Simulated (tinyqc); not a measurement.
Avalanche multiplication and breakdown of a junction from ionisation integrals: one step, computed by the program tinyqc. Command: `OMP_NUM_THREADS=1 python tinyqc.py 3014178 3014179 out.jsonl impact walk`. One thread of a shared host (Intel(R) Xeon(R) Processor @ 2.30GHz), about 0.01 s of CPU time with the checks.

Ionisation coefficients follow the local field. Position x runs through the depletion layer from the p side (x = 0), where electrons enter, to the n side (x = w), where holes enter. The built-in voltage is neglected.

Question. Multiplication and noise. M_n = 1/(1 - I_n), M_p = M_n exp(-Phi(w)); McIntyre excess noise for the carrier with the larger M, F_x = k M + (1 - k)(2 - 1/M), with k = (smaller M - 1)/(larger M - 1).

Junction: one-sided abrupt p+n.

Every 50th point:
```
x (micrometre)  F (MV/cm)  alpha_n (1/cm)  alpha_p (1/cm)        Phi  I_n up to x
0.0000000       0.4563516    4.575824e+04    2.864731e+04  0.0000000    0.0000000
0.1099097       0.3993076    3.081849e+04    1.663053e+04  0.1735680    0.3872315
0.2198193       0.3422637    1.705608e+04    7.368900e+03  0.3059761    0.5933035
0.3297290       0.2852197    6.606773e+03    1.998475e+03  0.3842219    0.6826440
0.4396386       0.2281758    1.236650e+03    1.992621e+02  0.4128980    0.7083230
0.5495483       0.1711318    3.979325e+01    1.762120e+00  0.4169445    0.7113779
0.6594580       0.1140879    4.279361e-03    6.109688e-06  0.4170156    0.7114263
0.7693676       0.0570439    4.126031e-22    4.195859e-32  0.4170156    0.7114263
0.8792773       0.0000000               0               0  0.4170156    0.7114263
```

Give: M_n; M_p; effective k; excess noise factor.

Answer.

M_n = 3.465

M_p = 2.284

effective k = 0.5207

excess noise factor = 2.625

Injecting electrons gives the larger gain and, at equal gain, the lower noise.
